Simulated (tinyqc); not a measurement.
Thermal stress and diffusional relaxation in a metal film: Coble and Nabarro-Herring creep, cooling and holds. From one set of inputs to another, one input at a time. Computed by tinyqc, a small Python program. Command: `OMP_NUM_THREADS=1 python tinyqc.py 3016241 3016242 out.jsonl creep ladder`. One thread of a shared host (Intel(R) Xeon(R) Processor @ 2.30GHz), about 0.1 s of CPU time with the checks.

A thin film on a rigid substrate is stress-free at T0. Tension is positive and the film creeps linearly: d sigma/dt = -M (mismatch) dT/dt - sigma/tau.

The inputs printed are set A. Set A is modelled on silver films on silicon; the values taken over come from a set modelled on aluminium films on silicon. Inputs not listed in the table keep their values of set A, so the rows need not describe a real material.

Inputs (values chosen for the exercise, modelled on silver films on silicon):
```
quantity,value,unit
biaxial modulus M,139,GPa
expansion mismatch,16.4,1e-6/K
atomic volume Omega,17,angstrom^3
lattice prefactor D0,3.5e-05,m^2/s
lattice energy E,1.89,eV
boundary prefactor (delta D_b)0,4.5e-15,m^3/s
boundary energy E_b,0.915,eV
grain size d,1.8,um
stress-free temperature T0,350,C
hold temperature T,150,C
hold time t,0.69,h
cooling rate,5,C/min
yield stress,410,MPa
```

Constants: k_B = 1.380649e-23 J/K; k_B = 8.617333262e-05 eV/K.

Method:
- Thermoelastic slope = M x mismatch; sigma_0 = slope x (T0 - T).
- Creep rate per stress: Nabarro-Herring 14 D Omega/(k_B T d^2), Coble (14 pi) delta D_b Omega/(k_B T d^3), with D = D0 exp(-E/(k_B T)), delta D_b = (delta D_b)0 exp(-E_b/(k_B T)); 1/tau = M x (sum of both)/2 (biaxial strain rate is half the uniaxial one).
- Temperatures in kelvin are T(C) + 273.15.
- sigma(t) = sigma_0 exp(-t/tau), relaxed part sigma_0 - sigma(t); the grain size where both mechanisms are equal is pi delta D_b/D.
- Cooling from T0 at the constant rate: d sigma/dT = -slope + sigma/(tau(T) x rate), integrated to 25 C (stiff solver, tolerance 1e-9).
- Effective stress-free temperature T_eff = 25 C + sigma/slope.

Each row keeps all changes above it:
```
input moved,from,to,stress relaxed during the hold (MPa),stress at 25 C (MPa),stress after the hold (MPa)
set A,-,-,88.468,437.57,367.45
hold time t (h),0.69,0.01,1.423,437.57,454.50
expansion mismatch (1e-6/K),16.4,20.5,1.779,546.97,568.12
lattice prefactor D0 (m^2/s) and lattice energy E (eV),"3.5e-05, 1.89","0.00012, 1.47",1.786,545.53,568.11
grain size d (um),1.8,1.1,7.771,460.72,562.13
biaxial modulus M (GPa),139,104,4.358,356.66,422.04
hold temperature T (C),150,220,75.089,356.66,202.07
```

Stress relaxed during the hold goes from 88.5 to 75.1, a factor 0.849 in all. The largest single move comes from hold time t (a factor 0.0161), and hold temperature T works against it (a factor 17.2). Stress at 25 C goes from 438 to 357, a factor 0.815 in all. The largest single move comes from biaxial modulus M (a factor 0.774), and expansion mismatch works against it (a factor 1.25). Stress after the hold goes from 367 to 202, a factor 0.550 in all. The largest single move comes from hold temperature T (a factor 0.479), and expansion mismatch works against it (a factor 1.25). The single moves hold for this order of the switches; the total does not depend on the order.

Caution (rows set A, hold time t, expansion mismatch, lattice prefactor D0, grain size d, biaxial modulus M): the elastic stress exceeds the yield stress, so dislocation glide would cap it first. Caution (all rows): bulk creep laws overstate relaxation in a bonded film, where the substrate constrains boundary diffusion, and dislocation glide is left out. Caution (all rows): bulk creep laws overstate relaxation in a bonded film, and dislocation glide would cap stresses above the yield stress.

Extremes, crossings and ranges named in words are read from the listed rows.
